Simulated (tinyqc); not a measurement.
Energy and delay of logic against supply voltage: one step of the calculation.

One expression serves below and above threshold: I(Vg) = Ik [ln(1 + exp((Vg - VT + dd V)/(al nf Vt)))]^al, with I_on = I(V) and I_off = I(0). Gate delay td = kd C V/I_on, clock period LD td. Per gate and cycle the switching energy is act C V^2 and the leakage energy I_off V LD td. No short-circuit current, no variation. Minima are sought above 0.09 V; below a few Vt gates no longer switch and the model has no meaning.

Question. New V. Minimum-energy supply: E(V) is the energy per gate and cycle; with h = 0.001 V, E' = (E(V + h) - E(V - h))/(2 h), E'' = (E(V - h) - 2 E(V) + E(V + h))/h^2, V(new) = V - E'/E''.

Parameters, values chosen for the exercise; values of the order met in logic technologies: temperature T = 300 K; threshold voltage at zero drain bias VT = 0.37 V; slope factor nf = 1.4; barrier lowering per volt of supply dd = 0.03; specific current of a gate Ik = 0.43 uA; exponent of the current law al = 1.27; load capacitance of a gate C = 2.1 fF; delay factor kd = 1.1; logic depth LD = 60; activity factor act = 0.2.

Constants: q = 1.602176634e-19 C, kB = 1.380649e-23 J/K, Vt = kB T/q. Results are converted to the units shown.

V at the start = 0.21 V

Find: E'; E''; V after iteration 1.

Answer.

E' = -156.1 aJ/V
E'' = 6042 aJ/V^2
V after iteration 1 = 0.2358 V

tinyqc, about 0.01 s, one thread, Intel Xeon 2.30GHz (shared host): `OMP_NUM_THREADS=1 python tinyqc.py 2082077 2082078 out.jsonl`
